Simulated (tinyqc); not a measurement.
# p-n diode, drift-diffusion by the Gummel loop with Scharfetter-Gummel fluxes: effect of the SRH lifetime of electrons at fixed bias

Abrupt junction at x = 0, p side from -Lp, n side to Ln, ohmic contacts. psi is counted from the intrinsic level; n = ni exp((psi - phin)/Vt), p = ni exp((phip - psi)/Vt). Contacts: p side psi = V - Vt ln(Na/ni), p = Na, n = ni^2/Na; n side psi = Vt ln(Nd/ni), n = Nd, p = ni^2/Nd. Constant mobilities, D = mu Vt, Boltzmann statistics, SRH recombination through a mid-gap level, U = (n p - ni^2)/(tp (n + ni) + tn (p + ni)). Current is positive from the p contact to the n contact.

ni = sqrt(Nc Nv) exp(-Eg/(2 Vt)), Eg in volts. Poisson and both continuity equations are solved self-consistently with Scharfetter-Gummel fluxes on a graded mesh of 500 nodes. J_scr is q times the integral of U between -xp and xn. Ideal diffusion current J_id = q ni^2 [Dn coth(wp/Le)/(Le Na) + Dp coth(wn/Lh)/(Lh Nd)] (exp(V/Vt) - 1), Le = sqrt(Dn tn), Lh = sqrt(Dp tp), wp = Lp - xp, wn = Ln - xn, with xp and xn from the depletion approximation (W = sqrt(2 eps0 eps_r (Vbi - V)(1/Na + 1/Nd)/q), xp = W Nd/(Na + Nd), xn = W Na/(Na + Nd), Vbi = Vt ln(Na Nd/ni^2)). Ideality factor = 0.004 V/(Vt ln[J(V + 0.004 V)/J(V)]).

Parameters, values chosen for the exercise; band and dielectric values close to those of silicon:
```
symbol,value,unit,meaning
T,300,K,temperature
Eg,1.1,eV,band gap
eps_r,11.8,,relative permittivity
Nc,2.76e19,cm^-3,conduction-band density of states at T
Nv,2.63e19,cm^-3,valence-band density of states at T
Na,6.1e15,cm^-3,acceptor density of the p side
Nd,7.7e15,cm^-3,donor density of the n side
mun,1100,cm^2/(V s),electron mobility
mup,410,cm^2/(V s),hole mobility
tp,2e-10,s,SRH lifetime of holes
Lp,3.6,um,length of the p side
Ln,0.94,um,length of the n side
G,0,cm^-3 s^-1,uniform generation rate
V,0.46,V,bias of the p contact
```

Constants: q = 1.602176634e-19 C, kB = 1.380649e-23 J/K, Vt = kB T/q, eps0 = 8.8541878128e-14 F/cm where lengths are in cm. Results are converted to the units shown.

Effect of the SRH lifetime of electrons at fixed bias:

| tn (s) | J (A/cm^2) | ideality factor | J_scr/J (%) | J_id (A/cm^2) | share recombining at the contacts (%) | larger minority/doping at -xp and xn |
|---|---|---|---|---|---|---|
| 1e-11 | 2.25 | 1.57 | 78.6 | 0.635 | 0.828 | 3.32e-4 |
| 1e-10 | 0.758 | 1.41 | 69.2 | 0.245 | 2.67 | 4.64e-4 |
| 1e-9 | 0.285 | 1.31 | 57.4 | 0.124 | 12.2 | 5.05e-4 |
| 1e-8 | 0.153 | 1.19 | 38.0 | 0.0970 | 30.2 | 5.14e-4 |
| 1e-7 | 0.109 | 1.13 | 17.5 | 0.0936 | 44.4 | 5.16e-4 |
| 1e-6 | 0.0831 | 1.14 | 4.46 | 0.0933 | 62.0 | 5.16e-4 |
| 1e-5 | 0.0662 | 1.07 | 0.647 | 0.0932 | 88.3 | 5.17e-4 |

As tn rises from 1e-11 to 1e-5, J falls from 2.25 to 0.0662 A/cm^2, the share of the depleted layer falls from 78.6 to 0.647 % and the share lost at the contacts rises from 0.828 to 88.3 %. The exponent d ln J/d ln tn is -0.47 between the first two rows and -0.10 between the last two. J less J_scr is 29 % below J_id in the last row.

Program tinyqc, `OMP_NUM_THREADS=1 python tinyqc.py 2240108 2240109 out.jsonl`; Intel Xeon 2.30GHz, shared host, one thread, about 0.2 s.
